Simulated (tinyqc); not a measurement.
# Inverter chain driving a load

N inverters, each f = Hc^(1/N) times larger than the one before: delay tau N (f + pp). Switched capacitance in units of the first input, with output capacitance pp times the input: Hc + (1 + pp)(Hc - 1)/(f - 1).

Inputs (values chosen for the exercise):

| symbol | value | unit | meaning |
|---|---|---|---|
| Hc | 3100 |  | load over the input capacitance of the chain |
| pp | 1 |  | parasitic delay of an inverter |
| tau | 2.1 | ps | delay unit |

Results:
```
N        f  delay (ps)  switched capacitance
3   14.581      98.160                3556.4
4   7.4617      71.079                4059.2
5   4.9920      62.916                4652.6
7   3.1533      61.054                5978.4
8   2.7316      62.691                6679.3
9   2.4430      65.073                7395.1
10  2.2343      67.920                8121.6
```

Estimate the missing row, N = 6.

Computed row:
```
N       f  delay (ps)  switched capacitance
6  3.8185      60.713                5299.0
```

With this row back in the table: The delay goes from 98.2 through a minimum of 60.7 (at N = 6 among the rows listed) to 67.9 ps. The best stage effort solves pp + rho (1 - ln rho) = 0, rho = 3.59, which gives N = ln Hc/ln rho = 6.29. One stage fewer than the best costs 3.6 % in delay and saves 12 % of the switched capacitance.

tinyqc, about 0.01 s, one thread, Intel Xeon 2.30GHz (shared host): `OMP_NUM_THREADS=1 python tinyqc.py 2082204 2082205 out.jsonl`
